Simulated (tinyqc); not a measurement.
Strain-driven roughening and islands of a mismatched epitaxial film: one step, computed by the program tinyqc.

Film and substrate share isotropic elastic constants; the film is coherent and biaxially strained.

Problem. Which shape at the volume V. Shallow faceted island (Tersoff form): E = 4 Gam V^(2/3) tan^(1/3)(theta) - 6 c V tan(theta), Gam = gamma [x/sin(theta) - 1/tan(theta)], x the facet energy over gamma, c = stress^2 (1 - nu)/(2 pi G). The two energies cross at V_x^(1/3) = 4 [Gam_2 t2^(1/3) - Gam_1 t1^(1/3)]/(6 c (t2 - t1)), t = tan(theta); mu = dE/dV.

Inputs (values chosen for the exercise, modelled on GaN on AlN):
```
quantity                                     value     unit
shear modulus G                                124      GPa
Poisson ratio nu                               0.2        -
surface energy gamma                          1.85    J/m^2
contact angle of the shallow shape theta_1    13.5  degrees
contact angle of the steep shape theta_2      33.2  degrees
facet energy of shape 1 over gamma          0.9988        -
facet energy of shape 2 over gamma           1.009        -
island volume V                                 76     nm^3
```

stress = 9.2628 GPa

Gam of shape 2 = 0.5819164 J/m^2

Gam of shape 1 = 0.2094522 J/m^2

c = 0.08809941 GPa

Constants: e = 1.602176634e-19 C.

Give: E of shape 1; E of shape 2; crossing volume V_x; jump of mu at V_x, shape 2 less shape 1.

Solution.

E of shape 1 = -1.8854 eV

E of shape 2 = 62.225 eV

crossing volume V_x = 321.41 nm^3

jump of mu at V_x, shape 2 less shape 1 = -73.000 MJ/m^3

At V the shallow shape is lower. At V_x the chemical potential drops, so islands that have turned steep grow at the cost of the shallow ones. Caution: the shallow-slope form overstates the relaxation of facets steeper than about 25 degrees.
